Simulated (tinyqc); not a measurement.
## Drift layer from breakdown voltage and on-resistance

Question. An ideal drift layer with a triangular field at breakdown has BV = Ec W/2, N = eps0 eps_r Ec/(q W) and Ron = W/(q mu N). Find Ec, W and N.

Parameters, values chosen for the exercise: relative permittivity eps_r = 11.8; electron mobility of the drift layer mu = 1430 cm^2/(V s).

Constants: q = 1.602176634e-19 C, eps0 = 8.8541878128e-14 F/cm where lengths are in cm. Results are converted to the units shown.

BV = 146.41142 V
Ron = 1.8483414 mohm cm^2

Answer. Eliminating W and N gives Ron = 4 BV^2/(eps0 eps_r mu Ec^3), which yields Ec.

Ec = 314.3 kV/cm
W = 9.316 um
N = 2.200e15 cm^-3

Program tinyqc, `OMP_NUM_THREADS=1 python tinyqc.py 2120001 2120002 out.jsonl`; Intel Xeon 2.30GHz, shared host, one thread, about 0.04 s.
